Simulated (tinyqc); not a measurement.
# Programming of a floating-gate cell by Fowler-Nordheim tunnelling: what changes with what

Per tunnel area the floating gate has Ctun = 3.9 eps0/tox to the channel (0 V) and Ccg to the control gate, Ct = Ctun/(1 - ag), no other coupling. With the threshold shift U = -Q/Ccg the field is F = ag (Vg - U)/tox, and dU/dt = J/Ccg. Fowler-Nordheim: J = A F^2 exp(-B/F), A = q^2/(16 pi^2 hbar mo phi) (times 1e14 for A/cm^2 with F in V/nm, emitter mass m0), B = (4/3) sqrt(mo/C) phi^1.5, C = hbar^2/(2 m0).

Parameters, values chosen for the exercise; oxide values close to those of silicon dioxide: tunnel barrier phi = 3.17 eV; tunnelling mass mo = 0.45 m0; tunnel oxide thickness tox = 9.7 nm; coupling ratio Ccg/Ct ag = 0.66; threshold shift at the start Vt0 = -2.4 V; control-gate voltage Vg = 15.4 V.

Constants: q = 1.602176634e-19 C, hbar = 1.054571817e-34 J s, m0 = 9.1093837015e-31 kg, eps0 = 8.8541878128e-14 F/cm where lengths are in cm, hbar^2/(2 m0) = 0.0380998212 eV nm^2. Results are converted to the units shown.

Each table varies one quantity; the others keep the values above.

## Threshold shift against time

Exact: exp(B/F(t)) = exp(B/F(0)) + K t, K = A B ag/(Ccg tox), and U = Vg - tox F/ag.

Threshold shift against time:
```
t (s)    F (V/nm)  J (A/cm^2)    U (V)  dU/dlog10 t (V)
1.9e-7      1.210     0.08186   -2.377          0.05182
8.5e-7      1.205     0.07420   -2.303           0.2101
3.8e-6      1.187     0.05202   -2.039           0.6586
1.7e-5      1.144     0.02157   -1.416            1.222
7.8e-5      1.083    0.005433  -0.5215            1.412
0.00035     1.022    0.001149   0.3822            1.340
0.0016     0.9645    2.273e-4    1.225            1.212
0.0071     0.9138    4.614e-5    1.970            1.092
0.032      0.8677    9.237e-6    2.648           0.9849
0.14       0.8267    1.917e-6    3.249           0.8943
0.65       0.7881    3.752e-7    3.818           0.8126
```

U rises from -2.38 to 3.82 V, while J falls by 5.34 decades, at the end as t^(-1.06). Well past t0 = 6.83e-6 s the stored charge chokes the field and U gains only 0.813 V a decade. In every row the starting field exceeds 12 MV/cm, where the oxide would wear out or break down quickly.

## Programming by a staircase of pulses

Same model as above.

Pulse i = 1, 2, ... has the height 13.9 V + (i - 1) 0.4 V and lasts 14 us; each starts from the U that the last one left.

Programming by a staircase of pulses:
```
N   last pulse (V)     U (V)  gain of the last pulse (V)  F at its end (V/nm)
1           13.900   -2.2254                     0.17464               1.0972
2           14.300   -1.9897                     0.23569               1.1084
3           14.700   -1.7000                     0.28967               1.1159
4           15.100   -1.3693                     0.33071               1.1206
6           15.900  -0.63485                     0.37592               1.1251
8           16.700   0.14372                     0.39228               1.1265
11          17.900    1.3356                     0.39866               1.1271
14          19.100    2.5343                     0.39977               1.1272
18          20.700    4.1340                     0.39998               1.1272
```

Read the table: what changes, and by how much?

The gain of a pulse rises from 0.175 to 0.400 V and settles at the step of 0.4 V: the field at the end of a pulse becomes steady, 1.13 V/nm, so U follows the gate one to one whatever it started from. It is within 5 % of the step from pulse 8 on among the rows. In every row the field stays above 10 MV/cm, which wears the oxide.

## Effect of the coupling ratio

Same model as above.

After 0.0002 s.

Effect of the coupling ratio:
```
ag    F(0) (V/nm)  F (V/nm)  J (A/cm^2)    U (V)
0.42       0.7707    0.7707    1.714e-7   -2.400
0.47       0.8625    0.8622    7.558e-6   -2.395
0.52       0.9542    0.9499    1.460e-4   -2.319
0.57        1.046     1.012    8.907e-4   -1.828
0.63        1.156     1.039    0.001791  -0.5927
0.68        1.248     1.048    0.002246   0.4577
0.73        1.340     1.055    0.002739    1.377
0.78        1.431     1.064    0.003431    2.163
```

The starting field rises from 0.771 to 1.43 V/nm and U rises from -2.40 to 2.16 V. Between the last two rows 0.01 of coupling is worth 157 mV. In 3 of the 8 rows the starting field exceeds 12 MV/cm, where the oxide would wear out or break down quickly.

Range of the model: Programming fields of 10 MV/cm and more wear the oxide; trapping and the channel potential are ignored.

Computed by the program tinyqc: `OMP_NUM_THREADS=1 python tinyqc.py 2130143 2130144 out.jsonl`, one thread of a shared Intel Xeon 2.30GHz, about 0.02 s for the whole run.
